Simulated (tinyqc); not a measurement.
Carrier statistics of a doped semiconductor with parabolic bands, step by step. Values are carried at full precision from step to step, so a last printed digit may differ when a step is redone from the rounded ones.

Constants: kB = 8.617333262e-05 eV/K; hbar^2/2m0 = 3.80998211 eV angstrom^2.

Parameters, chosen for this exercise (near those of Si; the results hold for these values, not for the real material): Eg0 = 1.159 eV (gap at 0 K); al = 0.000464 eV/K (Varshni alpha); be = 615 K (Varshni beta); T = 300 K; ml = 0.96 m0 (longitudinal electron mass); mt = 0.194 m0 (transverse electron mass); Mv = 6 (equivalent valleys); mhh = 0.553 m0 (heavy-hole mass); mlh = 0.16 m0 (light-hole mass); ND = 1.6e+18 1/cm^3 (donors); NA = 8.6e+17 1/cm^3 (acceptors); ED = 0.0423 eV (donor level below Ec); EA = 0.0444 eV (acceptor level above Ev).

## Gap and thermal energy

Eg(T) = Eg0 - al T^2/(T + be) (Varshni).

Eg = 1.11336 eV
kT = 0.025852 eV

The gap has shrunk by 45.6 meV from 0 K and is 43.1 kT wide.

## Effective densities of states

m_de = Mv^(2/3) (ml mt^2)^(1/3); m_dh = (mhh^(3/2) + mlh^(3/2))^(2/3); N = 2 (m kB T/(4 pi c))^(3/2) with c = hbar^2/2m0, in 1/angstrom^3; times 1e24 for 1/cm^3.

m_de = 1.0916 m0
m_dh = 0.6090 m0
Nc = 2.8619e+19 1/cm^3
Nv = 1.1926e+19 1/cm^3

The light holes supply 13.5 % of Nv, and Nc/Nv = 2.4.

## Intrinsic density and level

With Boltzmann statistics ni = sqrt(Nc Nv) exp(-Eg/2kT) and Ei = Eg/2 + (kT/2) ln(Nv/Nc), counted from Ev.

ni = 8.22e+09 1/cm^3
Ei = 0.5454 eV

Ei lies 11.3 meV below midgap, towards the band with the smaller density of states.

## Neutrality by bisection

Energies are counted from Ev, so Ec = Eg. n = Nc F_1/2((EF - Eg)/kT), p = Nv F_1/2(-EF/kT), ND+ = ND/(1 + 2 exp((EF - Eg + ED)/kT)), NA- = NA/(1 + 4 exp((EA - EF)/kT)); neutrality asks p + ND+ = n + NA-. F_j(eta) = (1/Gamma(j + 1)) integral_0^infinity x^j dx/(1 + exp(x - eta)), which tends to exp(eta) for eta << 0.

Start from the bracket [-0.2 eV, Eg + 0.2 eV]; at the midpoint EF take the sign of p + ND+ - n - NA-; where it is positive EF must rise. Fourteen steps are shown.

Bisection (eV, 1/cm^3):
```
step       low     high       EF         n         p       ND+       NA-  sign
1     -0.20000  1.31336  0.55668  1.27e+10  5.30e+09  1.60e+18  8.60e+17     +
2      0.55668  1.31336  0.93502  2.89e+16  2.34e+03  1.58e+18  8.60e+17     +
3      0.93502  1.31336  1.12419  3.01e+19      1.55  9.63e+16  8.60e+17     -
4      0.93502  1.12419  1.02961  1.11e+18      60.2  1.14e+18  8.60e+17     -
5      0.93502  1.02961  0.98231  1.80e+17       375  1.50e+18  8.60e+17     +
6      0.98231  1.02961  1.00596  4.47e+17       150  1.38e+18  8.60e+17     +
7      1.00596  1.02961  1.01778  7.03e+17      95.2  1.28e+18  8.60e+17     -
8      1.00596  1.01778  1.01187  5.61e+17       120  1.33e+18  8.60e+17     -
9      1.00596  1.01187  1.00892  5.00e+17       134  1.36e+18  8.60e+17     -
10     1.00596  1.00892  1.00744  4.73e+17       142  1.37e+18  8.60e+17     +
11     1.00744  1.00892  1.00818  4.86e+17       138  1.36e+18  8.60e+17     +
12     1.00818  1.00892  1.00855  4.93e+17       136  1.36e+18  8.60e+17     +
13     1.00855  1.00892  1.00873  4.97e+17       135  1.36e+18  8.60e+17     -
14     1.00855  1.00873  1.00864  4.95e+17       136  1.36e+18  8.60e+17     +
```

Each step halves the bracket, which is 0.185 meV wide at the last row.

## The neutral state

Solve the neutrality condition for EF to convergence.

EF = 1.0087 eV
n = 4.97e+17 1/cm^3
p = 135 1/cm^3
ND+ = 1.36e+18 1/cm^3
NA- = 8.60e+17 1/cm^3

The material is n-type; 84.8 % of the donors are ionised. EF lies 4.05 kT inside the gap from the conduction edge, so Boltzmann statistics would serve; n p/(Nc Nv exp(-Eg/kT)) = 0.994.

## Checks

- F_1/2(1) by the trapezoid rule against adaptive quadrature: both 1.575641.
- Positive against negative charge at the solution (1/cm^3): both 1.35667e+18.

Run: tinyqc, `OMP_NUM_THREADS=1 python tinyqc.py 1651798 1651799 out.jsonl`; Intel(R) Xeon(R) Processor @ 2.30GHz, one thread, shared host; about 0.01 s of CPU time with all checks.
